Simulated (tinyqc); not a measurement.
Grain growth, pinning, strength and diffusional creep of a polycrystal or thin film: one step, computed by the program tinyqc. Command: `OMP_NUM_THREADS=1 python tinyqc.py 3024441 3024442 out.jsonl grain walk`. One thread of a shared host (Intel(R) Xeon(R) Processor @ 2.30GHz), about 0.01 s of CPU time with the checks.

One mean grain size d describes the structure.

Question. Mobility and the sizes at which growth stops. M = M0 exp(-Q_m/(k_B T)). The driving pressure is 2 gamma/d. Zener pinning pressure 3 f gamma/(2 r) stops growth at d_Z = 4 r/(3 f). The limit is d_lim = d_Z.

Inputs (values chosen for the exercise, modelled on tungsten):
```
quantity,value,unit
mobility prefactor M0,1.1e-05,m^4/(J s)
activation energy of boundary motion Q_m,4.87,eV
anneal temperature T,2395,K
particle volume fraction f,0.014,-
particle radius r,3.2,nm
```

Sample: bulk.

Constants: k_B = 8.617333262e-05 eV/K.

Give: mobility M; Zener size d_Z; limit d_lim.

Answer.

mobility M = 6.216e-16 m^4/(J s)

Zener size d_Z = 304.8 nm

limit d_lim = 304.8 nm
